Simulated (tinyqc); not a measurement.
Channel length: inversion-layer mobility, back-scattering and ballistic limit of a field-effect transistor. Computed by tinyqc, a small Python program. Command: `OMP_NUM_THREADS=1 python tinyqc.py 3006449 3006450 out.jsonl mos walk`. One thread of a shared host (Intel(R) Xeon(R) Processor @ 2.30GHz), about 0.01 s of CPU time with the checks.

The charge at the top of the source barrier is fixed by the gate; series resistance and short-channel effects are left out. F_j are Fermi integrals normalised to exp(eta) in the classical limit.

Inputs (values chosen for the exercise, modelled on a germanium p-channel):
```
quantity                                       value        unit
transport mass m                                 0.2         m_0
valley degeneracy g_v                              1           -
weight w of the inversion charge               0.333           -
permittivity eps                                  16           -
phonon mobility at 1 MV/cm and 300 K, mu_ph      240  cm^2/(V s)
roughness mobility at 1 MV/cm, mu_sr             310  cm^2/(V s)
Coulomb mobility at N_inv = 1e12/cm^2, mu_C      490  cm^2/(V s)
electrical oxide thickness t_inv                 2.7          nm
depletion charge N_dep                       6.8e+11      1/cm^2
gate overdrive V_G - V_T                         0.4           V
drain voltage V_D                               0.74           V
exponent a of the critical length               0.64           -
temperature T                                    200           K
```

Statistics at the top of the barrier: Fermi-Dirac.

Constants: eps_0 = 8.8541878128e-12 F/m; e = 1.602176634e-19 C; m_0 = 9.1093837015e-31 kg; k_B = 1.380649e-23 J/K; hbar = 1.054571817e-34 J s; k_B = 8.617333262e-05 eV/K.

Method:
- N_inv = 3.9 eps_0 (V_G - V_T)/(e t_inv); effective field E_eff = e (N_dep + w N_inv)/(eps eps_0).
- mu_phonon = mu_ph (E_eff/1 MV/cm)^(-0.3) (T/300 K)^(-1.75); mu_rough = mu_sr (E_eff/1 MV/cm)^(-2); mu_Coulomb = mu_C (N_inv/1e12 cm^-2) (T/300 K); Matthiessen's rule adds 1/mu.
- F_j(eta) = (1/Gamma(j + 1)) int_0^infinity x^j/(1 + exp(x - eta)) dx, F_0 = ln(1 + exp(eta)). Integrals over x = E/(k_B T) use 160 Gauss-Legendre points in u = sqrt(x) from 0 to sqrt(max(eta, 0) + 32).
- Ballistic channel: N_2D = g_v m k_B T/(pi hbar^2), U = e V_D/(k_B T); eta_F solves N_inv = (N_2D/2)[F_0(eta_F) + F_0(eta_F - U)]; v_T = sqrt(2 k_B T/(pi m)); I/W = e (N_2D/2) v_T [F_1/2(eta_F) - F_1/2(eta_F - U)]; injection velocity v_T F_1/2(eta_F)/F_0(eta_F).
- Mean free path lambda = (2 k_B T/e)(mu/v_T) F_0(eta_0)/F_-1/2(eta_0), with eta_0 from N_inv = N_2D F_0(eta_0); critical length l = L (1 + U)^(-a), an empirical rule; back-scattering r = l/(l + lambda). Then eta solves N_inv = (N_2D/2)[(1 + r) F_0(eta) + (1 - r) F_0(eta - U)] and I/W = e (N_2D/2) v_T (1 - r)[F_1/2(eta) - F_1/2(eta - U)].
- The last column is the long-channel law e N_inv mu V/L with V = V_D - V_D^2/(2 V_ov) below pinch-off and V_ov/2 above, V_ov = V_G - V_T.

inversion density N_inv = 3.19300e+12 1/cm^2

effective mobility mu = 426.758 cm^2/(V s)

ballistic current I/W = 845.643 microampere/micrometre

Currents (microampere/micrometre):
```
L (nm)        r     I/W  ballistic ratio  long-channel law
5       0.01976  806.72          0.95397            8732.8
10      0.03875  771.12          0.91187            4366.4
20      0.07460  708.37          0.83766            2183.2
40      0.13885  608.67          0.71977            1091.6
80      0.24384  474.06          0.56059             545.8
160     0.39207  327.71          0.38753             272.9
400     0.61720  169.41          0.20034             109.2
1000    0.80122   76.55          0.09052              43.7
```

What follows from these numbers?

The current scales as L^-0.87 at the long end and as L^-0.07 at the short end, where it reaches 95 % of the ballistic 846. The long-channel law passes the ballistic limit between 40.0 and 80.0 nm and has no meaning below. At 1000 nm the model gives 1.75 times the long-channel law; the rule for l is a fit for short devices and fails wherever the model exceeds that law. Raising mu by 10 % at 20 nm raises I by 1.5 %.

Extremes, crossings and ranges named in words are read from the listed rows.
